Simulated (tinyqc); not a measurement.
# Worked calculation: small-signal admittance of a forward-biased p+-n diode

Program tinyqc, `OMP_NUM_THREADS=1 python tinyqc.py 2890208 2890209 out.jsonl`; Intel Xeon 2.30GHz, shared host, one thread, about 0.01 s. Printed values are rounded.

Holes injected into a neutral base of width wb with an ohmic contact at its end; low injection, p0 far above the equilibrium density. A small voltage v exp(i w t), w = 2 pi f, modulates the edge density by p0 v/Vt, and the small-signal density obeys Dp d2p/dx2 = (1/tau + i w) p.

Inputs (values chosen for the exercise); permittivity close to that of silicon:
```
symbol,value,unit,meaning
T,350,K,temperature
eps_r,11.7,,relative permittivity
Nd,5.1e15,cm^-3,donor density of the base
Dp,11,cm^2/s,hole diffusion coefficient
tau,9e-7,s,hole lifetime
wb,5.3,um,width of the neutral base
p0,1.8e14,cm^-3,excess hole density at the junction edge
Na,9e19,cm^-3,acceptor density of the p+ side
f,6.4e5,Hz,signal frequency
```

Constants: q = 1.602176634e-19 C, kB = 1.380649e-23 J/K, Vt = kB T/q, eps0 = 8.8541878128e-14 F/cm where lengths are in cm. Results are converted to the units shown.

## Closed-form admittance

L = sqrt(Dp tau); direct current J = (q Dp p0/L) coth(wb/L); k = sqrt(1 + i w tau)/L; diffusion admittance Y = (q Dp p0/Vt) k coth(k wb) = G + i w C_diff; junction capacitance C_j = sqrt(q eps0 eps_r Nd/(2 Vr)) in the depletion approximation, with the remaining barrier Vr = Vt ln(Na/p0), a rough value under forward bias; base-width modulation is left out.

L = 31.4643 um
J = 0.604199 A/cm^2
k wb = 0.259720+0.197689i
Y = 20.0373+0.6767i S/cm^2
C_diff = 0.168278 uF/cm^2
C_j = 0.0327014 uF/cm^2

G is 1.00 times its low-frequency value J/Vt, and C_diff is 5.15 times C_j.

## The same by finite differences

6 equal intervals, h = wb/6; u = small-signal density over its edge value, u_0 = 1, u_6 = 0; u_(i-1) + b u_i + u_(i+1) = 0 with b = -2 - h^2 (1/tau + i w)/Dp; Y = (q Dp p0/(Vt h)) (-b/2 - u_1), which includes the half box at the edge.

b = -2.00079-0.00285i
u, node 1 to 5: 0.832095-0.004337i  0.664858-0.006303i  0.498162-0.006379i  0.331878-0.005038i  0.165870-0.002754i
Y on the mesh = 20.0398+0.6862i S/cm^2

Against the closed form the real part is 0.012 % above it and the imaginary part 1.4 % above it; |k h| = 0.054.
